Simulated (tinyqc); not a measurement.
# Four-point probe, van der Pauw, Hall and spreading-resistance readings of a semiconductor layer, step by step

A worked calculation. Computed by tinyqc, a small Python program that keeps every step. Command: `OMP_NUM_THREADS=1 python tinyqc.py 3112552 3112553 out.jsonl probe walk`. One thread of a shared host (Intel(R) Xeon(R) Processor @ 2.30GHz), about 0.01 s of CPU time with the checks. Intermediate numbers are printed to about 6 digits and carried at full precision; extremes and crossings named in words are read from the listed rows.

The layer is uniform and ohmic; contacts are points unless a radius is given.

Inputs (values chosen for the exercise, modelled on p-type silicon):
```
quantity,value,unit
carrier density n,1.4e+16,1/cm^3
drift mobility mu,359,cm^2/(V s)
layer thickness t,370,micrometre
probe spacing s,0.635,mm
current I,3,mA
radius a of the spreading-resistance contact,9.1,micrometre
```

Backing of the layer: conducting.

Constants: e = 1.602176634e-19 C.

## Resistivity and sheet resistance

rho = 1/(e n mu); R_s = rho/t.

resistivity rho = 1.24184 ohm cm

sheet resistance R_s = 33.5634 ohm/square

## Four-point voltage

Collinear probes with equal spacing on a layer with conducting backing: images at depth 2 m t give V = (rho I/(2 pi s)) G, G = 1 + 4 sum_(m>=1) (-1)^m [1/sqrt(1 + (2 m u)^2) - 1/sqrt(4 + (2 m u)^2)], u = t/s; the sum runs to m = 20000, with the last term halved. Limits: thick, rho = 2 pi s V/I; thin on an insulator, rho = (pi/ln 2) t V/I.

t/s = 0.582677

G = 0.324191

voltage V = 3.02716 mV

rho by the thick formula = 0.402594 ohm cm

rho by the thin formula = 0.169215 ohm cm

The thick formula is off by -67.6 % and the thin one by -86.4 %. A conducting backing shunts the current, so V lies below the thick value.

## Thickness correction

The last two columns give rho(formula)/rho for rho = 2 pi s V/I and rho = (pi/ln 2) t V/I.

Correction against t/s:
```
t/s,G,thick formula,thin formula
0.1,1.89158e-06,1.89158e-06,1.36449e-07
0.2,3.41950e-03,3.41950e-03,4.93330e-04
0.3,3.78756e-02,3.78756e-02,8.19644e-03
0.5,2.28997e-01,2.28997e-01,8.25934e-02
0.7,4.49933e-01,4.49933e-01,2.27191e-01
1.0,6.83310e-01,6.83310e-01,4.92904e-01
1.5,8.64029e-01,8.64029e-01,9.34898e-01
2.0,9.32936e-01,9.32936e-01,1.34594e+00
3.0,9.77516e-01,9.77516e-01,2.11539e+00
5.0,9.94802e-01,9.94802e-01,3.58799e+00
```

The thin formula, made for an insulating backing, holds nowhere here; the thick one holds to 1 % from t/s = 5.

## Spreading resistance

Flat disc contact with the current density of a half-space: R = (rho/(4 a)) c, c = (4/pi) int_0^infinity K(x t/a) sin(x) J1(x)/x^2 dx for a conducting backing, K = tanh, with the voltage averaged over the disc; c tends to 1 for t >> a.

rho/(4 a) = 341.166 ohm

factor c = 0.989148

spreading resistance = 337.464 ohm

column estimate rho t/(pi a^2) = 17661.8 ohm

## Contact radius against thickness

Compared with (2/pi) arctan(2 t/a) and with the column value 4 t/(pi a).

At the given t:
```
t/a,c,arctan form,column form,R (ohm)
0.1,0.108910,0.125666,1.27324e-01,9.13850e-02
0.2,0.201494,0.242238,2.54648e-01,3.38140e-01
0.5,0.414903,0.500000,6.36620e-01,1.74069e+00
1.0,0.620675,0.704833,1.27324e+00,5.20799e+00
2.0,0.788937,0.844042,2.54648e+00,1.32397e+01
5.0,0.912405,0.936549,6.36620e+00,3.82792e+01
10.0,0.955956,0.968195,1.27324e+01,8.02128e+01
30.0,0.985294,0.989391,3.81972e+01,2.48023e+02
```

The arctan form misses c by at most about 21 % over these rows; the column form is off by +17 % at t/a = 0.1 and by +105 % at t/a = 1, where the current spreads beyond the disc.

Checks made by the program: G at u = 20 against 1 - 3 eta(3)/(4 u^3), eta(3) = 0.9015427 (relative difference 2e-07); (4/pi) int sin x J1(x)/x^2 dx = 1 (relative difference 3e-05).
